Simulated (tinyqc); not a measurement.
Equal gaps, different models: fitting sp3s* parameters to three gaps by Newton steps.

sp3s* tight binding, nearest neighbours only: anion (a) at 0, cation (c) at a/4 (1,1,1), orbitals s, px, py, pz, s* on each; k in units of 2 pi/a. With phases e_j = exp(i (pi/2) k.n_j) for n = (1,1,1), (1,-1,-1), (-1,1,-1), (-1,-1,1): g0 = (e1+e2+e3+e4)/4, g1 = (e1+e2-e3-e4)/4, g2 = (e1-e2+e3-e4)/4, g3 = (e1-e2-e3+e4)/4. The diagonal holds the levels Esa, Epa, Exa (s*) and Esc, Epc, Exc. Anion-cation block: <sa|sc> = Vss g0; <sa|xc> = Vsapc g1; <xa|sc> = -Vscpa g1; <xa|xc> = Vxx g0; <xa|yc> = <ya|xc> = Vxy g3, <xa|zc> = <za|xc> = Vxy g2, <ya|zc> = <za|yc> = Vxy g1; <s*a|xc> = Vxapc g1; <xa|s*c> = -Vpaxc g1; y and z take g2 and g3 in place of g1; s-s* and s*-s* vanish.

Gaps are level 5 at Gamma, X = (1,0,0) and L = (1/2,1/2,1/2) less level 4 at Gamma; no spin-orbit coupling. Free parameters: Esc, Vsapc and Exc. H is linear in them, so by Hellmann-Feynman J_ij = <u|dH/dp_j|u> for level 5 at point i less the same for level 4 at Gamma. Newton: p(new) = p + J^-1 (target - gaps); stop when all misses are below 1e-7 eV.

Constants: hbar^2/2m0 = 3.80998211 eV angstrom^2.

Values chosen for the exercise (out of a larger set: near a published set for AlAs, fitted to gaps, whose masses and valley positions are rough; not measured data): p = (-7.537, 0.983, -1.16, 3.574, 7.462, 6.711, -6.687, 1.884, 4.289, 5.112, 5.48, 4.505, 5.004) eV (start, order Esa, Epa, Esc, Epc, Exa, Exc, Vss, Vxx, Vxy, Vsapc, Vscpa, Vxapc, Vpaxc); tg = (2.9664, 2.3889, 2.6988) eV (target gaps at Gamma, X, L); a = 5.666 angstrom (lattice constant).

The same three targets are met with other triples of free parameters (those for which Newton converges within 3 eV of the start). Not fitted: level 5 at K = (3/4,3/4,0) above Ev, the spacing of levels 6 and 5 at X, the depth of level 2 at X below Ev, the valence width at Gamma, and the mass c q^2/(E(q) - E(0)) of level 5 along [100], q = 0.002 (2 pi/a), c = hbar^2/2m0.

Unfitted results:

| free parameters | largest change (eV) | K (eV) | X spacing (eV) | level 2 at X (eV) | valence width (eV) | mass (m0) |
|---|---|---|---|---|---|---|
| start | 0.000 | 2.360 | 0.361 | 6.509 | 11.749 | 0.2993 |
| Vss, Vxapc, Vpaxc | 0.112 | 2.437 | 0.331 | 6.476 | 11.648 | 0.2817 |
| Esc, Vxapc, Vpaxc | 0.376 | 2.436 | 0.425 | 6.455 | 11.790 | 0.2860 |
| Vss, Vsapc, Vpaxc | 0.159 | 2.438 | 0.218 | 6.549 | 11.648 | 0.2769 |
| Esa, Vxapc, Vscpa | 0.362 | 2.437 | 0.336 | 6.592 | 12.009 | 0.2716 |
| Vss, Exa, Exc | 0.221 | 2.438 | 0.321 | 6.500 | 11.648 | 0.2817 |
| Esc, Vsapc, Exc | 0.234 | 2.438 | 0.293 | 6.562 | 11.790 | 0.2812 |

What does the comparison show?

All fitted rows have the same three gaps, yet they spread by 2 meV at K, 208 meV in the X spacing, 138 meV in level 2 at X, 362 meV in the valence width and 5.2 % in the mass. The smallest change of parameters, 0.112 eV, is that of Vss, Vxapc, Vpaxc. A fit fixes what it was given and leaves the rest to the choice of free parameters.

(tinyqc, `OMP_NUM_THREADS=1 python tinyqc.py 1450497 1450498 out.jsonl`, Intel(R) Xeon(R) Processor @ 2.30GHz, 1 thread, shared host, about 0.2 s.)
